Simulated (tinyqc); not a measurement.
Access strength from the read disturbance.

Problem. Transistor (EKV form, voltages against the body): I = 2 n b Vt^2 [F(vp - Vs) - F(vp - Vd)] from drain to source, F(v) = ln^2(1 + exp(v/(2 Vt))), vp = (Vg - VT + sg |Vd - Vs|)/n. n-channel bodies are at 0; for the p-channel device all voltages are counted down from Vdd. b in uA/V^2 gives I in uA. In an SRAM read the low node Q obeys In(gate QB, drain Q) = Ip(gate QB, drain Q) + Ia, where the access transistor (threshold VTn) has its gate and drain at Vdd and its source at Q. Find Ia, ba and the cell ratio bn/ba.

Values chosen for this exercise: temperature T = 300 K; supply voltage Vdd = 0.4 V; slope factor n = 1.25; drain-induced barrier lowering sg = 0.091; n-channel threshold VTn = 0.4 V; p-channel threshold (magnitude) VTp = 0.34 V; gain factor of the pull-down transistor bn = 410 uA/V^2; gain factor of the pull-up transistor bp = 210 uA/V^2.

Constants: q = 1.602176634e-19 C, kB = 1.380649e-23 J/K, Vt = kB T/q. Results are converted to the units shown.

Q and QB in the read (V): [0.024251708, 0.39999784]

Solution. The node equation gives Ia, which is proportional to ba.

Ia = 0.1750 uA
ba = 200.0 uA/V^2
cell ratio = 2.050

Numbers from tinyqc (`OMP_NUM_THREADS=1 python tinyqc.py 2340153 2340154 out.jsonl`; about 0.2 s on one thread of a shared Intel Xeon 2.30GHz).
